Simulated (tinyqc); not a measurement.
Worked calculation: wafer bonding and layer transfer: bond energy, gap closing, particles, bonding of dissimilar wafers and hydrogen blisters. Computed by tinyqc, a small Python program that keeps every step. Command: `OMP_NUM_THREADS=1 python tinyqc.py 3019115 3019116 out.jsonl bond walk`. One thread of a shared host (Intel(R) Xeon(R) Processor @ 2.30GHz), about 0.01 s of CPU time with the checks. Intermediate numbers are printed to about 6 digits and carried at full precision; extremes and crossings named in words are read from the listed rows.

gamma is the energy per area of each of the two surfaces; plates are isotropic.

Inputs (values chosen for the exercise, with wafer 1 close to silicon):
```
quantity                                      value        unit
Young's modulus E1                              136         GPa
Young's modulus E2                               88         GPa
Poisson ratio nu                               0.23           -
thickness t1                                    775  micrometre
thickness t2                                    500  micrometre
blade thickness t_b                              50  micrometre
crack length L                                 15.9          mm
particle radius h                              0.13  micrometre
radius of a shallow gap R                       0.3          mm
half height of the gap h_g                        9          nm
expansion mismatch alpha_2 - alpha_1          -0.41      1e-6/K
heating dT                                      350           K
implant depth d                                   1  micrometre
hydrogen dose                                   7.5   1e16/cm^2
share of the dose released as H2               0.11           -
surface energy of the weakened plane gamma_s   0.68       J/m^2
anneal temperature T                            800           K
```

Pair: two different wafers.

Constants: k_B = 1.380649e-23 J/K.

## Bond energy from the blade test

Two cantilevers opened by t_b: gamma = 3 t_b^2 E1 t1^3 E2 t2^3/(16 L^4 (E1 t1^3 + E2 t2^3)).

bond energy gamma = 0.0687332 J/m^2

An error of 5 % in L changes gamma by about 20 %. This is the level of van der Waals or hydrogen bonds, as after contact at room temperature.

## Does a shallow gap close?

E' = E1/(1 - nu^2), equal wafers of thickness t1 assumed. A gap of radius R closes if h_g < h_c: h_c = R^2/sqrt((2/3) E' t1^3/gamma) for R > 2 t1 (plate bending), h_c = 3.6 sqrt(R gamma/E') for R < 2 t1 (local deformation).

closable height h_c = 43.1395 nm

h_g/h_c = 0.208626

The gap closes.

## Void around a particle

E' = E1/(1 - nu^2), equal wafers assumed. Void radius in the plate regime: R_v = [(2/3) E' t1^3/gamma]^(1/4) h^(1/2). Below h_crit = 5 sqrt(t1 gamma/E') the wafers deform locally and R_v is of the order of h (taken as h).

critical particle radius = 0.0963014 micrometre

void radius = 1819.36 micrometre

The void is 14000 times the particle.

## Heating a pair with different expansion

M = E/(1 - nu), misfit e = (alpha_2 - alpha_1) dT. Curvature k = 6 M1 M2 t1 t2 (t1 + t2) e/[M1^2 t1^4 + M2^2 t2^4 + 2 M1 M2 t1 t2 (2 t1^2 + 3 t1 t2 + 2 t2^2)]; force per width F = k (M1 t1^3 + M2 t2^3)/(6 (t1 + t2)); at the interface s1 = F/t1 + M1 k t1/2, s2 = -F/t2 - M2 k t2/2; stored biaxial energy U = F^2 [1/(M1 t1) + 1/(M2 t2)] + k^2 (M1 t1^3 + M2 t2^3)/12; the pair can part when U > 2 gamma.

curvature = -0.150988 1/m

force per width = -1.90464 kN/m

stress in wafer 1 at the interface = -12.7914 MPa

stress in wafer 2 at the interface = 8.12320 MPa

stored energy U = 0.273315 J/m^2

largest dT for this gamma = 248.219 K

U exceeds 2 gamma: the pair can debond; the bond strengthens on heating, so slow ramps or thinning one wafer first help.

## Blistering after hydrogen implantation

A flat crack of radius r under a layer of thickness d, as a clamped plate: centre height w = 3 p r^4/(16 E' d^3), volume pi r^2 w/3, energy release G = 3 p^2 r^4/(32 E' d^3), E' = E1/(1 - nu^2). It grows when G = 2 gamma_s. The gas comes from the area pi r^2: p V = (dose x share/2) pi r^2 k_B T, and G = p w/2 = (3/2) N k_B T with N the H2 molecules per area. Share needed: G = 2 gamma_s. The pressure and height at growth are given for r = 10 d.

energy release G = 0.683421 J/m^2

share of the dose needed = 0.218899

pressure at growth = 14.4330 MPa

height at growth = 188.458 nm

The released gas does not suffice by this estimate. In this plate limit G depends on neither r nor d.

## Closable height against the size of the gap

The formulas are those given above.

Gap closing:
```
R (mm)    regime     h_c (nm)  slope h_c/R
1.00e-04   local  7.87615e-01   0.00787615
1.00e-03   local  2.49066e+00   0.00249066
1.00e-02   local  7.87615e+00   0.00078762
1.00e-01   local  2.49066e+01   0.00024907
5.00e-01   local  5.56928e+01   0.00011139
2.00e+00   plate  1.57096e+02   0.00007855
5.00e+00   plate  9.81849e+02   0.00019637
2.00e+01   plate  1.57096e+04   0.00078548
5.00e+01   plate  9.81849e+04   0.00196370
```

Roughness of 100 nm scale may be 0.79 nm in half height, waviness of radius 5 cm as much as 98 micrometre: h_c goes as R^(1/2) when the wafer deforms locally and as R^2 when it bends. The allowed slope is least near R = 2 t1, so defects about 4 t1 wide are the hardest to close; bow matters little.

Checks made by the program: gamma against the derivative of the beam energy (relative difference 2e-10).
